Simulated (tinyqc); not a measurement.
# Trap density from two Hall measurements

Inverse problem. p-type body, charge-sheet picture, full ionisation (an idealisation for deep acceptors), Boltzmann statistics for free electrons. e = Ec - EF at the surface. psi = Eg - Vt ln(Nv/Na) - e; N_dep = sqrt(2 eps0 eps_r Na (psi - Vt)/q); n_f = sqrt(N_dep^2 + 2 eps0 eps_r Vt Nc exp(-e/Vt)/q) - N_dep; Vg = Vfb + psi + q (N_dep + n_t + n_f)/Cox, Cox = eps0 eox/tox. Find e and n_t at both points and the mean trap density between them.

Values chosen for this exercise; band and dielectric values close to those of 4H silicon carbide: temperature T = 400 K; band gap Eg = 3.26 eV; relative permittivity eps_r = 9.74; conduction-band density of states at T Nc = 2.57e19 cm^-3; valence-band density of states at T Nv = 3.85e19 cm^-3; relative permittivity of the insulator eox = 3.9; insulator thickness tox = 31 nm; acceptor density Na = 1.2e16 cm^-3; flat-band voltage without trapped charge Vfb = -2.64 V.

Constants: q = 1.602176634e-19 C, kB = 1.380649e-23 J/K, Vt = kB T/q, eps0 = 8.8541878128e-14 F/cm where lengths are in cm. Results are converted to the units shown.

Vg (V): [1.3822441, 2.4131811]
free sheet density from the Hall effect (cm^-2): [7.6015678e8, 1.8897961e10]

Solution. Each n_f fixes e; what the gate voltage holds beyond psi, N_dep and n_f is trapped; the difference quotient is the density, smeared over a few Vt.

e (eV): [0.320, 0.208]
n_t (cm^-2): [3.63e11, 9.71e11]
mean trap density = 5.43e12 cm^-2 eV^-1

Program tinyqc, `OMP_NUM_THREADS=1 python tinyqc.py 2222174 2222175 out.jsonl`; Intel Xeon 2.30GHz, shared host, one thread, about 0.03 s.
